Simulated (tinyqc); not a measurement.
The decay curve: photoconductance decay in a wafer: bulk and surface recombination modes, and iron detection by pair splitting. Computed by tinyqc, a small Python program. Command: `OMP_NUM_THREADS=1 python tinyqc.py 3113691 3113692 out.jsonl pcd walk`. One thread of a shared host (Intel(R) Xeon(R) Processor @ 2.30GHz), about 0.01 s of CPU time with the checks.

Both faces of the wafer have the same S; injection is low and all coefficients are constant. x runs from -W/2 to W/2.

Inputs (values chosen for the exercise, modelled on p-type silicon):

| quantity | value | unit |
|---|---|---|
| thickness W | 525 | micrometre |
| diffusivity D | 29.9 | cm^2/s |
| bulk lifetime tau_b without iron | 18 | microsecond |
| surface recombination velocity S | 790 | cm/s |
| absorption coefficient alpha | 4100 | 1/cm |

Method:
- Even modes cos(a x) obey b tan b = S W/(2 D) with b = a W/2, odd modes sin(a x) obey -b cot b = S W/(2 D); each decays at the rate 1/tau_b + D a^2.
- tau_eff is the decay time of the first mode. The surface time is 1/(D a^2) of that mode; shortcuts for it are W/(2 S), W^2/(pi^2 D) and their sum, whose error is sum/surface time - 1.
- Light from one face makes n(x, 0) proportional to exp(-alpha (x + W/2)). Only even modes carry the thickness average: weight c_n = [sin b/b] int n cos(a x) dx / (int cos^2(a x) dx x mean n), with int exp(-alpha (x + W/2)) cos(a x) dx = [alpha cos b (1 - E) + a sin b (1 + E)]/(alpha^2 + a^2), E = exp(-alpha W), and int cos^2 = W/2 + sin(2 b)/(2 a).
- Mean density = sum_n c_n exp(-t/tau_n) over 60 modes; the local decay time is -1/(d ln n/dt).

W^2/(pi^2 D) = 9.34002 microsecond

tau_eff = 12.5282 microsecond

Decay:

| t / (W^2/(pi^2 D)) | t (microsecond) | mean density/start | local decay time (microsecond) |
|---|---|---|---|
| 0.02 | 0.187 | 0.92925 | 4.241 |
| 0.05 | 0.467 | 0.88011 | 5.977 |
| 0.10 | 0.934 | 0.82172 | 7.538 |
| 0.20 | 1.868 | 0.73575 | 9.244 |
| 0.50 | 4.670 | 0.56363 | 11.467 |
| 1.00 | 9.340 | 0.38276 | 12.394 |
| 2.00 | 18.680 | 0.18128 | 12.526 |

What follows from these numbers?

The local decay time goes from 4.24 to 12.5 microsecond against tau_eff = 12.5. Early on higher modes speed the decay, so a fit must start late.
